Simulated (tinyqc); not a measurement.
Surface potential of a MOS transistor: implicit equation and explicit approximations: one step of the calculation.

p-type body, charge-sheet picture, depletion and inversion only, full ionisation (an idealisation for deep acceptors), Boltzmann statistics (rough once Na exp(x - xn) passes about Nc/7). In units of Vt: xg = (Vg - Vfb)/Vt, x = psi/Vt, G = gamma/sqrt(Vt), xn = (2 phiF + Vc)/Vt. The implicit equation is (xg - x)^2 = G^2 [x - 1 + exp(x - xn)] for x above about 3. Cox = eps0 eox/tox.

Problem. Potential, charges and gate control. psi = Vt x; N_dep = Cox Vt G sqrt(x - 1)/q; N_inv = (Cox Vt G/q) [sqrt(x - 1 + exp(x - xn)) - sqrt(x - 1)]; dpsi/dVg = 1/[1 + G^2 (1 + exp(x - xn))/(2 (xg - x))].

Values chosen for this exercise; band and dielectric values close to those of silicon:
- T = 250 K (temperature)
- eox = 24.6 (relative permittivity of the gate insulator (close to zirconium oxide))
- tox = 11 nm (insulator thickness)
- Vc = 0.2 V (channel-body voltage)

Constants: q = 1.602176634e-19 C, kB = 1.380649e-23 J/K, Vt = kB T/q, eps0 = 8.8541878128e-14 F/cm where lengths are in cm. Results are converted to the units shown.

converged x = 60.933600
G = 2.4070855
xn = 55.540963
xg = 101.19140

Give: psi; N_dep; N_inv; dpsi/dVg.

Solution.

psi = 1.313 V
N_dep = 4.962e12 cm^-2
N_inv = 5.757e12 cm^-2
dpsi/dVg = 0.05921

psi lies 5.4 Vt above 2 phiF + Vc.

Computed by the program tinyqc: `OMP_NUM_THREADS=1 python tinyqc.py 2122119 2122120 out.jsonl`, one thread of a shared Intel Xeon 2.30GHz, about 0.01 s for the whole run.
